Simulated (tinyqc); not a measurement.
Wider gaps pin less: metal-induced gap states at the contact of a metal chain and a two-band chain.

The semiconductor alternates sites A at -Eg/2 and C at +Eg/2 with hopping -t; the gap runs from -Eg/2 to Eg/2. In the gap cosh(q a) = 1 + (Eg^2/4 - E^2)/(2 t^2) and the amplitude changes by -exp(-q a) a period. The metal has site energy 0 and hopping -tm; its end site has g_m = (E - i sqrt(4 tm^2 - E^2))/(2 tm^2). Sites 1, 2, ... count into the semiconductor, with energies e1, e2 alternating. The clean half chain has g1 = 1/(E - e1 - t^2 g2), g2 = 1/(E - e2 - t^2 g1), decaying root. With the contact G11 = 1/(1/g1 - tc^2 g_m), and the density on site j is -Im G_jj/pi = |psi_j/psi_1|^2 (-Im G11/pi), per spin, with psi_2/psi_1 = -t g2, psi_3/psi_2 = -t g1.

Constants: e^2/(4 pi eps0) = 14.39964547 eV angstrom.

Inputs chosen for the exercise (gap and optical dielectric constant near those of Si; the chain itself is a model; shifted at random, so the results belong to these values and not to a real crystal):

| symbol | value | unit | meaning |
|---|---|---|---|
| Eg | 1.13 | eV | gap |
| t | 2.68 | eV | hopping in the semiconductor |
| tm | 1.52 | eV | hopping in the metal |
| tc | 2.01 | eV | hopping across the contact |
| end | C |  | site that touches the metal |
| a | 3.84 | angstrom | period (two sites); one chain for each area a^2 |
| eps | 11.8 |  | dielectric constant |

E = 0; Eg is varied and eps follows 1 + (eps0 - 1)(Eg0/Eg), with the given Eg and eps as Eg0 and eps0. xi = 1/(2q), N = 2 (summed density)/a^2, S = 1/(1 + 4 pi e^2 N xi/eps).

Against the gap:

| Eg (eV) | eps | xi (angstrom) | summed density (1/eV) | S | S at fixed eps |
|---|---|---|---|---|---|
| 0.50 | 25.41 | 20.59 | 0.6357 | 0.073 | 0.035 |
| 0.75 | 17.27 | 13.73 | 0.4231 | 0.108 | 0.076 |
| 1.10 | 12.09 | 9.37 | 0.2876 | 0.155 | 0.151 |
| 1.50 | 9.14 | 6.88 | 0.2099 | 0.205 | 0.250 |
| 2.30 | 6.31 | 4.51 | 0.1351 | 0.297 | 0.441 |
| 3.40 | 4.59 | 3.08 | 0.0890 | 0.406 | 0.637 |
| 5.50 | 3.22 | 1.95 | 0.0513 | 0.568 | 0.828 |
| 9.00 | 2.36 | 1.26 | 0.0269 | 0.739 | 0.934 |

How do the results move, and what explains it?

From Eg = 0.5 to 9 eV xi falls by a factor 16.4 and the summed density by 23.6, so at fixed eps S rises from 0.04 to 0.93. The weaker screening of wide-gap solids works against this: with it S goes from 0.07 to 0.74.

Program tinyqc; command `OMP_NUM_THREADS=1 python tinyqc.py 1452037 1452038 out.jsonl`; about 0.01 s on one thread of a shared Intel(R) Xeon(R) Processor @ 2.30GHz.
